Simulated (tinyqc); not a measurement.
# Leakage through a gate insulator: direct, Fowler-Nordheim, trap-assisted and Poole-Frenkel currents, step by step

A worked calculation. Computed by tinyqc, a small Python program that keeps every step. Command: `OMP_NUM_THREADS=1 python tinyqc.py 3027519 3027520 out.jsonl oxideleak walk`. One thread of a shared host (Intel(R) Xeon(R) Processor @ 2.30GHz), about 0.01 s of CPU time with the checks. Intermediate numbers are printed to about 5 digits and carried at full precision; extremes and crossings named in words are read from the listed rows.

Electrons enter from the cathode Fermi level at x = 0; the conduction band of the insulator lies phi_b - e F x above it, F = V/t. WKB exponents use a parabolic band with mass m.

Inputs (values chosen for the exercise, with an insulator like SiO2):

| quantity | value | unit |
|---|---|---|
| thickness t | 2.1 | nm |
| barrier phi_b | 3.15 | eV |
| tunnelling mass m | 0.45 | m_0 |
| static constant eps_ox | 4.01 | - |
| optical constant eps_opt | 2.21 | - |
| voltage across the insulator V | 0.86 | V |
| trap depth phi_t | 2.1 | eV |
| trap density N_t | 7.1e+18 | cm^-3 |
| attempt rate nu_0 | 7e+13 | 1/s |
| activation of capture E_a | 0.18 | eV |
| temperature T | 250 | K |

Constants: hbar^2/(2 m_0) = 3.80998212 eV angstrom^2; e = 1.602176634e-19 C; hbar = 1.054571817e-34 J s; k_B = 8.617333262e-05 eV/K; eps_0 = 8.8541878128e-12 F/m.

## Field and tunnelling without traps

For a level a distance phi(x) below the band, the WKB exponent is 2 int kappa dx with kappa = sqrt(m phi/(hbar^2/2m_0)); for a linear barrier from phi_1 down to phi_2 = max(phi_1 - e F d, 0) it is G = (4/3) sqrt(m/(hbar^2/2m_0)) (phi_1^(3/2) - phi_2^(3/2))/(e F). J_tun = e^3 F^2/(16 pi^2 hbar m phi_b) x exp(-G) / [1 - sqrt(phi_2/phi_b)]^2 with the free-electron mass in the cathode (m in m_0), phi_2 = max(phi_b - e V, 0): direct tunnelling for e V < phi_b, Fowler-Nordheim above. Image forces, back-flow and the limit on supply are left out, so J_tun is overstated below about 0.5 V. Equivalent oxide thickness = 3.9 t/eps_ox.

field F = 4.0952 MV/cm

equivalent oxide thickness = 2.0424 nm

WKB exponent G = 23.781

tunnelling current J_tun = 0.039478 A/cm^2

The barrier is a trapezoid: direct tunnelling.

## One trap at several depths

A trap at depth x lies phi_t below the band. Capture: tunnel at the cathode Fermi level from 0 to x (G_in from phi_1 = phi_b), rate nu_0 exp(-G_in - E_c/k_B T) with E_c = E_a + max(phi_b - phi_t - e F x, 0), the last term being the height of the trap above the cathode Fermi level. Emission: tunnel from the trap level to the anode (G_out from phi_1 = phi_t over t - x), rate nu_0 exp(-G_out - E_a/k_B T). Re-emission to the cathode follows from detailed balance, rate_back = rate_in exp(dE/k_B T) with dE = phi_b - phi_t - e F x. Each trap passes R = rate_in rate_out/(rate_in + rate_back + rate_out) electrons per second; filling from the anode is left out. Depths: t times 0.08, 0.2, 0.32, 0.44, 0.56, 0.68, 0.8 and 0.92, rounded to 0.01 nm.

Rates:

| x (nm) | G_in | G_out | E_c (eV) | rate in (1/s) | rate back (1/s) | rate out (1/s) | R (1/s) |
|---|---|---|---|---|---|---|---|
| 0.17 | 2.062 | 17.282 | 1.1604 | 3.6073e-11 | 2.0931e+09 | 5.1417e+02 | 8.8613e-18 |
| 0.42 | 5.053 | 15.277 | 1.0580 | 2.1001e-10 | 1.0518e+08 | 3.8161e+03 | 7.6190e-15 |
| 0.67 | 7.993 | 13.199 | 0.9556 | 1.2866e-09 | 5.5621e+06 | 3.0499e+04 | 7.0164e-12 |
| 0.92 | 10.881 | 11.049 | 0.8532 | 8.3019e-09 | 3.0979e+05 | 2.6182e+05 | 3.8026e-09 |
| 1.18 | 13.828 | 8.740 | 0.7468 | 6.1044e-08 | 1.6258e+04 | 2.6359e+06 | 6.0670e-08 |
| 1.43 | 16.607 | 6.451 | 0.6444 | 4.3918e-07 | 1.0096e+03 | 2.6001e+07 | 4.3916e-07 |
| 1.68 | 19.331 | 4.097 | 0.5420 | 3.3381e-06 | 6.6236e+01 | 2.7374e+08 | 3.3381e-06 |
| 1.93 | 21.999 | 1.679 | 0.4396 | 2.6835e-05 | 4.5961e+00 | 3.0704e+09 | 2.6835e-05 |

The most effective of these traps sits at 1.93 nm, 92 % of the way; where rate back exceeds rate out, re-emission drains the trap, and elsewhere the slower forward step limits R.

## Trap-assisted current

J_TAT = e N_t int_0^t R dx by the midpoint rule on 400 intervals; the most effective depth is the midpoint with the largest R, rounded to 0.01 nm.

trap-assisted current J_TAT = 1.5310e-12 A/cm^2

most effective depth = 2.1 nm

## Poole-Frenkel bound

Poole-Frenkel emission over the lowered barrier of a charged trap: lowering sqrt(e F/(pi eps_opt eps_0)); J_PF = e N_t^(2/3) nu_0 exp(-(phi_t - lowering)/k_B T), one sheet of traps emitting with supply unlimited (an upper bound).

barrier lowering = 1.0331 eV

Poole-Frenkel bound J_PF = 1.2879e-14 A/cm^2

Caution: the film is too thin for the Poole-Frenkel picture (the lowering is a large part of the whole drop, or the traps are further apart than the film is thick), so J_PF is only nominal.

## Total without and with traps

J = J_tun + J_TAT (the Poole-Frenkel bound is not added); the ratio J/J_tun is the excess that stress-made traps add.

total current J = 0.039478 A/cm^2

J/J_tun = 1

## Against voltage

The formulas are those given above.

Currents:

| V (V) | F (MV/cm) | J_tun (A/cm^2) | J_TAT (A/cm^2) | best depth (nm) |
|---|---|---|---|---|
| 0.25 | 1.190 | 0.0118 | 4.8290e-22 | 0.98 |
| 0.51 | 2.429 | 0.0195 | 6.5349e-19 | 1.13 |
| 0.77 | 3.667 | 0.0329 | 2.5922e-14 | 2.10 |
| 1.02 | 4.857 | 0.0550 | 2.5343e-09 | 2.10 |
| 1.28 | 6.095 | 0.0956 | 1.3874e-06 | 1.72 |
| 1.54 | 7.333 | 0.1695 | 3.2859e-05 | 1.43 |
| 1.80 | 8.571 | 0.3073 | 3.0936e-04 | 1.23 |
| 2.05 | 9.762 | 0.5579 | 1.5150e-03 | 1.08 |
| 2.31 | 11.000 | 1.0681 | 4.8571e-03 | 0.97 |

Tunnelling without traps rules in every row. Over the range J_tun grows by 2.0 decades and J_TAT by 19.0. The highest rows may lie beyond breakdown. Below about 0.5 V the formula for J_tun, which has no back-flow, overstates the current.

## Against thickness at fixed field

The formulas are those given above.

Currents:

| t (nm) | V (V) | J_tun (A/cm^2) | J_TAT (A/cm^2) |
|---|---|---|---|
| 1.2 | 0.4914 | 2.1770e+03 | 1.0460e-15 |
| 1.6 | 0.6552 | 1.4397e+01 | 2.4491e-14 |
| 2.2 | 0.9010 | 1.2666e-02 | 3.5983e-12 |
| 3.0 | 1.2286 | 2.2647e-06 | 1.6545e-10 |
| 4.0 | 1.6381 | 1.4198e-10 | 1.6662e-10 |
| 5.5 | 2.2524 | 7.7388e-16 | 1.4931e-10 |
| 7.5 | 3.0714 | 2.2361e-20 | 3.4150e-12 |
| 10.0 | 4.0952 | 1.2392e-20 | 1.7566e-12 |

Between the first rows J_tun falls by 5.45 decades per nm. J_TAT overtakes J_tun between 3 and 4 nm. Below about 0.5 V the formula for J_tun, which has no back-flow, overstates the current.

Checks made by the program: the WKB exponent by quadrature (relative difference below 1e-10); the integral with twice the points (relative difference 6e-05).
